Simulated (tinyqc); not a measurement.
# From eps_s back to Born charge Z*

Model: single-oscillator infrared dielectric function of a polar cubic crystal. Computed by tinyqc, a small Python program. Command: `OMP_NUM_THREADS=1 python tinyqc.py 3008449 3008450 out.jsonl infrared inv`. One thread of a shared host (Intel(R) Xeon(R) Processor @ 2.30GHz), about 0.01 s of CPU time with the checks.

One ion pair, charges +Z* and -Z*, in a cell of volume Omega = a^3/4. Frequencies omega are given as wavenumbers (1/cm); eps_s is the static dielectric constant.

Inputs (values chosen for the exercise, modelled on potassium chloride):
```
quantity,value,unit
lattice constant a,6.29,angstrom
mass M_A,39.1,u
mass M_B,35.45,u
omega_TO,142,1/cm
eps_inf,2.24,-
```

Structure: rock salt. Free carriers: absent.

Constants: nu for 1 eV/(angstrom^2 u) = 15.6333042 THz; 1 THz = 33.35640952 1/cm; e^2/(4 pi eps_0) = 14.39964548 eV angstrom.

Method. mu = M_A M_B/(M_A + M_B); ionic plasma term W^2 = 4 pi Z*^2 (e^2/(4 pi eps_0))/(Omega mu) in eV/(angstrom^2 u), turned into 1/cm by W = 15.6333042 x 33.35640952 x sqrt(W^2); omega_LO^2 = omega_TO^2 + W^2/eps_inf; eps_s = eps_inf + W^2/omega_TO^2; Szigeti charge 3 Z*/(eps_inf + 2); longitudinal (Callen) charge Z*/eps_inf.

Task: A run gave the result below. Find the Born charge Z*, known to lie between 0.71 and 1.5 e.

eps_s = 5.078728

Result:

Each step takes the trial c = (a f_b - b f_a)/(f_b - f_a), f being the result less the target and a, b, c the logarithms of the listed values; c replaces end b, the old b replaces a if the sign of f changed, and otherwise f_a is halved.

Scan of the range:
```
Born charge Z* (e),eps_s
0.710,3.30347
0.804,3.60370
0.911,3.99083
1.030,4.47811
1.170,5.12788
1.320,5.91583
1.500,6.98668
```

False position (Illinois rule, in the logarithm of the input) inside the bracket:
```
step,end a,end b,trial,eps_s
1,1.03000,1.17000,1.15877,5.07273
2,1.17000,1.15877,1.15999,5.07868
3,1.17000,1.15999,1.16001,5.07878
4,1.15999,1.16001,1.16000,5.07873
```

eps_s rises at every point of a 13-point scan of the range (every second point is shown), so one value fits; it is bracketed by 1.03 and 1.17. Answer: Born charge Z* = 1.160 e.
